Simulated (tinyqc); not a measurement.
Raising U: Hubbard chain of 4 sites, mean field against exact. Computed by the program tinyqc. 

one-body matrix (hopping and site energies) (eV):
```
         1        2        3        4
1   0.0000  -1.1500   0.0000   0.0000
2  -1.1500   0.0000  -1.1500   0.0000
3   0.0000  -1.1500   0.0000  -1.1500
4   0.0000   0.0000  -1.1500   0.0000
```

electrons, up and down: 2  2

Collinear unrestricted mean field (the lowest of 40 random starts) against exact diagonalisation.

Exact and mean-field results (eV):
```
U            U/t    E exact  E mean field  mean |n_up - n_down|  double occupancy, exact  first gap in the sector
0.5700    0.4957  -4.602281     -4.572956                0.0000                   0.2243                   1.2632
1.1500    1.0000  -4.111670     -3.992956                0.0000                   0.1988                   1.1254
2.3000    2.0000  -3.307334     -2.871593                0.3935                   0.1521                   0.9071
3.4500    3.0000  -2.699540     -2.118291                0.6966                   0.1138                   0.7439
4.6000    4.0000  -2.246117     -1.649469                0.8199                   0.0849                   0.6213
6.9000    6.0000  -1.646726     -1.128152                0.9177                   0.0494                   0.4572
9.2000    8.0000  -1.284748     -0.853380                0.9534                   0.0312                   0.3572
13.8000  12.0000  -0.883278     -0.572320                0.9792                   0.0152                   0.2458
23.0000  20.0000  -0.538913     -0.344424                0.9925                   0.0057                   0.1501
```

In absolute terms mean field is worst at U/t = 4.0, 0.597 eV too high: at small U it is nearly exact, and at large U it misses only exchange-scale energies. Its local moments set in at U/t = 2.0 of those listed, a broken symmetry that the exact state of a finite cluster with equal spins does not have. Relative to the exact energy its error is 0.6 % at the smallest U, 36 % at most and 36 % at the largest. The double occupancy falls from 0.224 to 0.006; at the largest U the first gap is 0.65 times the exchange scale 4t^2/U.
